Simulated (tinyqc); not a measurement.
Dopant series: competing polymorphs of an oxide film: bulk, surface, grain-boundary, dopant and field terms. Computed by tinyqc, a small Python program. Command: `OMP_NUM_THREADS=1 python tinyqc.py 3008505 3008506 out.jsonl polymorph walk`. One thread of a shared host (Intel(R) Xeon(R) Processor @ 2.30GHz), about 0.01 s of CPU time with the checks.

Phases: monoclinic m (reference), polar orthorhombic o, tetragonal t. Free energies per formula unit (f.u.); 1 J/m^2 x angstrom^3/nm = 6.241509 meV.

Inputs (values chosen for the exercise, for a model oxide):
```
quantity                                   value          unit
energy of the polar phase o over m          53.8      meV/f.u.
energy of the tetragonal phase t over m      151      meV/f.u.
entropy of o over m                        0.007  meV/(f.u. K)
entropy of t over m                        0.049  meV/(f.u. K)
surface energy of m                          2.7         J/m^2
surface energy of o                         2.18         J/m^2
surface energy of t                          2.1         J/m^2
grain-boundary energy over surface energy   0.42             -
volume per formula unit Omega               34.5    angstrom^3
film thickness h                              21            nm
grain radius R                                17            nm
temperature T                               1100             K
shift of o per % of dopant                  -6.8      meV/f.u.
shift of t per % of dopant                   -18      meV/f.u.
width sigma of ln R                         0.39             -
interlayer thickness (SiO2)                 0.99            nm
```

Geometry: columnar grains in a film.

permittivities of m, o, t: 22  30  43

Method:
- Bulk term b = H - T S + (shift) x, zero for m.
- With G = b + gamma Omega A (b the bulk free energy per formula unit, A the area per volume), two phases i, j cross at A_ij = (b_j - b_i)/(Omega (gamma_i - gamma_j)); o has a window only if A_mo < A_ot.
- Grain radii are log-normal by volume with median R and width sigma; the share with A above A* is that with radius below R*, R* = f_b/(A* - 2/h) (all grains if A* <= 2/h), share = (1/2) erfc[-ln(R*/R)/(sqrt 2 sigma)]. Effective permittivity of a layer of thickness h built of such grains, taken in parallel: sum of share x eps; EOT = interlayer + 3.9 h/eps.

Against dopant content:
```
x (%)  A_mo (1/nm)  A_ot (1/nm)  share m    share o  share t
0.0        0.41171       2.9605  1.00000  0.0000000        0
1.0        0.35098       2.3104  1.00000  0.0000000        0
2.0        0.29025       1.6602  1.00000  0.0000001        0
3.0        0.22952       1.0101  0.99999  0.0000071        0
4.0        0.16879       0.3599  0.99742  0.0025762        0
5.0        0.10806      -0.2902  0.00000  0.0000000        1
6.5        0.01697      -1.2655  0.00000  0.0000000        1
8.0       -0.07413      -2.2407  0.00000  0.0000000        1
10.0      -0.19558      -3.5410  0.00000  0.0000000        1
```

The dopant lowers t by 18 and o by 6.8 meV per %, so A_ot falls faster than A_mo. The share of o stays under 2 % at every content listed. t holds the majority from x = 5 % on.

Extremes, crossings and ranges named in words are read from the listed rows.
